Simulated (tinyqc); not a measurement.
Switching kinetics of a ferroelectric film and the memory window of a ferroelectric gate stack: one step, computed by the program tinyqc.

Fields in MV/cm; 1 microcoulomb/cm^2 over eps_0 is 11.29409 MV/cm. In the stack (metal, ferroelectric, interlayer, channel) the channel is taken as a conductor.

Task: Switched share after the pulse. Merz's law: t1 = t_inf exp[(E_a/E)^alpha] at the mean of the fields before and after switching. NLS: switched share = integral of [1 - exp(-(t/tau)^n)] F(z) dz over z = log10 tau, with the Lorentzian F = (1/pi) w/[(z - log10 t1)^2 + w^2].

Inputs (values chosen for the exercise, for a model hafnia-based film): time constant t_inf = 1.2e-11 s; activation field E_a = 4.9 MV/cm; Merz exponent alpha = 1; dimension n = 3; half width w of log10 t = 0.74; pulse length t_p = 1.1e-08 s; breakdown field of the interlayer = 11 MV/cm.

Kinetics: nucleation-limited (NLS).

E_F before switching = 3.576653 MV/cm

E_F after switching = 3.373966 MV/cm

Give: mean field; switching time t1; switched share.

Result:

mean field = 3.475 MV/cm

switching time t1 = 4.915e-11 s

switched share = 0.9056

t_p is 220 t1. A field higher by 10 % would shorten t1 by a factor 1.1. The step approximation 1/2 + arctan[log10(t_p/t1)/w]/pi gives 0.903. Caution: the interlayer field exceeds its breakdown field, so charge injection would change the fields.
